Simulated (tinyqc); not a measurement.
# Inputs raised by 10 %, one at a time

Model: oxidation of curved silicon (wires and holes): cylindrical Deal-Grove kinetics with stress-retarded reaction. Computed by tinyqc, a small Python program. Command: `OMP_NUM_THREADS=1 python tinyqc.py 3003408 3003409 out.jsonl wireox sens`. One thread of a shared host (Intel(R) Xeon(R) Processor @ 2.30GHz), about 0.02 s of CPU time with the checks.

Silicon fills r < a and oxide a < r < b. One volume of silicon gives 2.25 volumes of oxide, and the length is fixed.

Inputs (values chosen for the exercise, close to those used for silicon in dry oxygen):
```
quantity,value,unit
prefactor B0,754,um^2/h
activation energy E_B,1.24,eV
prefactor (B/A)0,4.78e+06,um/h
activation energy E_A,1.99,eV
starting silicon radius a0,72,nm
starting oxide x_i,3,nm
viscosity prefactor eta0,3.8e-09,Pa s
viscosity energy E_eta,5.42,eV
critical shear stress s_c,32,MPa
activation volume V_k,10,angstrom^3
temperature T,1025,C
time t,0.12,h
```

Shape: wire (convex).

Constants: k_B = 8.617333262e-05 eV/K.

Method:
- B = B0 exp(-E_B/(k_B T)), B/A = (B/A)0 exp(-E_A/(k_B T)), eta = eta0 exp(E_eta/(k_B T)); 1 um = 1000 nm.
- Temperatures in kelvin are T(C) + 273.15.
- Geometry: b^2 = b0^2 + 1.25 (a0^2 - a^2), b0 = a0 + x_i.
- Rate of oxide made per interface area: q = 1/[1/k + 2 a |ln(b/a)|/B], and |da/dt| = q/2.25. Reaction k = (B/A) exp(-sigma V_k/(k_B T)). New oxide pushes the old with radial speed u = 1.25 |da/dt| at r = a; the shear stress at radius r is s_c asinh(z a^2/r^2), z = 2 eta u/(a s_c) (Eyring flow), and the compressive normal stress at the interface is sigma = |int_a^b 2 s/r dr| = s_c |F(z) - F(z a^2/b^2)|, F(y) = int_0^y asinh(w)/w dw. q and sigma are solved together. 1 MPa angstrom^3 = 6.241509e-6 eV.
- Integrate da/dt adaptively (tolerance 1e-8); a wire counts as consumed at a = 0.5 nm and a hole as closed at b = 0.5 nm. Planar reference: x^2 + A x = B t + x_i^2 + A x_i, A = B/(B/A).

Runs:
```
input moved,from,to,oxide thickness (nm),silicon radius a (nm),normal stress at time t (MPa),ratio to the planar thickness
base run,-,-,12.05,67.75,45.37,0.9550
prefactor B0 (um^2/h),754,829.4,12.13,67.71,45.77,0.9541
starting silicon radius a0 (nm),72,79.2,12.10,74.94,40.65,0.9589
viscosity prefactor eta0 (Pa s),3.8e-09,4.18e-09,12.05,67.75,46.35,0.9548
critical shear stress s_c (MPa),32,35.2,12.04,67.75,48.75,0.9542
activation volume V_k (angstrom^3),10,11,12.04,67.75,45.30,0.9540
time t (h),0.12,0.132,12.87,67.35,48.28,0.9522
```

Exponents ln(y'/y) / ln(x'/x):
```
input,oxide thickness,silicon radius a,normal stress at time t,ratio to the planar thickness
prefactor B0,0.065,-0.006,0.093,-0.010
starting silicon radius a0,0.043,1.059,-1.152,0.043
viscosity prefactor eta0,-0.002,0.000,0.225,-0.002
critical shear stress s_c,-0.008,0.001,0.755,-0.008
activation volume V_k,-0.010,0.001,-0.015,-0.010
time t,0.689,-0.062,0.653,-0.031
```

To which inputs is each result most sensitive?

Among the inputs moved here: oxide thickness answers most in size to time t (exponent +0.689), next to prefactor B0 (+0.065). Silicon radius a answers most in size to starting silicon radius a0 (exponent +1.059), next to time t (-0.062); its exponent is below 0.0005 for viscosity prefactor eta0. Normal stress at time t answers most in size to starting silicon radius a0 (exponent -1.152), next to critical shear stress s_c (+0.755). Ratio to the planar thickness answers most in size to starting silicon radius a0 (exponent +0.043), next to time t (-0.031).

Caution (all rows): planar dry oxides this thin grow faster than Deal-Grove predicts. Caution (all rows): the oxide is taken as a purely viscous fluid in steady flow; elasticity, stress-dependent diffusion and thin-oxide enhancement are left out.
